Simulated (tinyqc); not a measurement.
# Length offset and series resistance from crossing lines

Problem. R_total = Rs + k (L - dL)/Vo with constant Rs, dL and k. Find k, dL and Rs.

R_total at (L, Vo) = (30, 0.4), (60, 0.4), (30, 0.93) and (60, 0.93), L in nm and Vo in V (ohm um): 287.8  377.8  249.16129  287.87097

Solution. At each overdrive R is a straight line in L with slope k/Vo; the two lines cross at L = dL, R = Rs.

k = 1.200 ohm um V/nm
dL = 7.400 nm
Rs = 220.0 ohm um

tinyqc, about 0.04 s, one thread, Intel Xeon 2.30GHz (shared host): `OMP_NUM_THREADS=1 python tinyqc.py 2282006 2282007 out.jsonl`
